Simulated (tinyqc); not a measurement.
# A square-lattice strip 2 sites wide in a magnetic flux, recursive Green functions: two studies

The device has N = 5 slices of 2 site(s), nearest-neighbour hopping -t, and site energies U; the leads are semi-infinite continuations with site energy 0 and no flux. The hopping from slice i to i + 1 inside the device carries the phase exp(2 pi i f j) on row j = 1, 2, ...: V = <i+1|H|i> = -t diag(exp(2 pi i f j)).

Values chosen for this exercise:
```
symbol,value,unit,meaning
t,1,eV,hopping (matrix element -t)
U,"[0.07, -0.08, 0.18, -0.08, -0.04, 0.01, 0, 0.27, -0.37, -0.12]",eV,"site energies, slice by slice (2 a slice)"
E,-2.23,eV,energy
f,0.14,h/q,magnetic flux through each plaquette inside the device
```

Each table varies one quantity; the others keep the values above.

## Transmission against energy

Transverse modes n = 1..2: chi_n(j) = sqrt(2/3) sin(pi n j/3), energy e_n = -2 t cos(pi n/3). Sigma = t^2 sum_n chi_n chi_n^T g(E - e_n), g(x) = (x - i sqrt(4 t^2 - x^2))/(2 t^2) for |x| < 2 t and (x - sign(x) sqrt(x^2 - 4 t^2))/(2 t^2) otherwise; Gamma = i (Sigma - Sigma^dagger); both leads give the same. Forward pass: g_1 = (E - H_1 - Sigma)^(-1), g_i = (E - H_i - V g_(i-1) V^dagger)^(-1), with Sigma also subtracted on the last slice; G_(i,1) = g_i V G_(i-1,1), starting from g_1. H_i is the block of slice i: its site energies on the diagonal and -t between neighbouring rows. T(E) = Tr[Gamma G_(N,1) Gamma G_(N,1)^dagger].

Transmission against energy:

| E (eV) | open modes | T(E) | T(E) per open mode |
|---|---|---|---|
| -2.9 | 1 | 0.3065 | 0.3065 |
| -2.42 | 1 | 0.8985 | 0.8985 |
| -1.93 | 1 | 0.9382 | 0.9382 |
| -1.45 | 1 | 0.8937 | 0.8937 |
| -0.97 | 2 | 1.162 | 0.5808 |
| -0.48 | 2 | 1.744 | 0.8719 |
| 0 | 2 | 1.918 | 0.9590 |
| 0.48 | 2 | 1.753 | 0.8765 |
| 0.97 | 2 | 1.013 | 0.5067 |
| 1.45 | 1 | 0.9899 | 0.9899 |
| 1.93 | 1 | 0.9742 | 0.9742 |
| 2.42 | 1 | 0.9897 | 0.9897 |
| 2.9 | 1 | 0.2770 | 0.2770 |

What does the table show?

T(E) lies between 0.277 (E = 2.9 eV) and 1.92 (E = 0 eV) in these rows. The leads offer 1 to 2 open mode(s), of which the mean share 0.77 is transmitted.

## The device repeated

Same model as above.

The list U is repeated k times, so the device has k N slices.

The device repeated:

| k | T(E) | ln T(E) |
|---|---|---|
| 1 | 0.97084 | -0.029593 |
| 2 | 0.94828 | -0.053110 |
| 3 | 0.98637 | -0.013725 |
| 4 | 0.94665 | -0.054825 |
| 5 | 0.97420 | -0.026135 |
| 6 | 0.96756 | -0.032977 |
| 8 | 0.98572 | -0.014383 |
| 10 | 0.97756 | -0.022696 |
| 12 | 0.95385 | -0.047249 |

What does the comparison show?

T(E) moves between 0.947 and 0.986 and does not die away: at least one band of the periodic structure that the repeats form is open at this energy.

Computed by the program tinyqc: `OMP_NUM_THREADS=1 python tinyqc.py 2660001 2660002 out.jsonl`, one thread of a shared Intel Xeon 2.30GHz, about 0.01 s for the whole run.
